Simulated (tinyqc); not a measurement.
Minority-electron transport through the base of a bipolar transistor (Moll-Ross and Kroemer integrals): one step, computed by the program tinyqc. Command: `OMP_NUM_THREADS=1 python tinyqc.py 3025117 3025118 out.jsonl base walk`. One thread of a shared host (Intel(R) Xeon(R) Processor @ 2.30GHz), about 0.01 s of CPU time with the checks.

Low injection, one dimension, x from the emitter edge (0) to the collector edge (W), s = x/W. Recombination is treated as a small correction (valid for tau_B well below tau_n), computed from the stored charge.

Question. Profile and built-in field. N(x) = N_0; n_i(x)^2 = n_i^2 exp(s dE_g/k_B T); D(x) = (k_B T/e) mu, mu = mu_min + (mu_max - mu_min)/(1 + (N/N_ref)^0.7). Field that drives electrons towards the collector, averaged over the base: (k_B T/e) ln[N_0 n_i(W)^2/(N(W) n_i^2)]/W.

Inputs (values chosen for the exercise, modelled on silicon):

| quantity | value | unit |
|---|---|---|
| base doping at the emitter edge N_0 | 5.5e+18 | 1/cm^3 |
| base width W | 32 | nm |
| mu_min | 170 | cm^2/(V s) |
| mu_max | 1330 | cm^2/(V s) |
| N_ref | 1.1e+17 | 1/cm^3 |
| temperature T | 300 | K |
| gap narrowing across the base dE_g | 25 | meV |

Base doping profile: uniform. Gap grading: linear. Exit of the base: saturation velocity.

Constants: k_B = 8.617333262e-05 eV/K.

Give: Across the base; drift factor eta (potential drop in k_B T/e); mean built-in field.

Answer.

Across the base:

| s | N (1/cm^3) | n_i(x)^2/n_i^2 | D (cm^2/s) | y (s/cm^5) |
|---|---|---|---|---|
| 0.0 | 5.50e+18 | 1.000 | 6.216 | 8.847e+17 |
| 0.2 | 5.50e+18 | 1.213 | 6.216 | 7.292e+17 |
| 0.4 | 5.50e+18 | 1.472 | 6.216 | 6.009e+17 |
| 0.6 | 5.50e+18 | 1.786 | 6.216 | 4.953e+17 |
| 0.8 | 5.50e+18 | 2.168 | 6.216 | 4.082e+17 |
| 1.0 | 5.50e+18 | 2.630 | 6.216 | 3.364e+17 |

drift factor eta (potential drop in k_B T/e) = 0.9670

mean built-in field = 7.8125 kV/cm
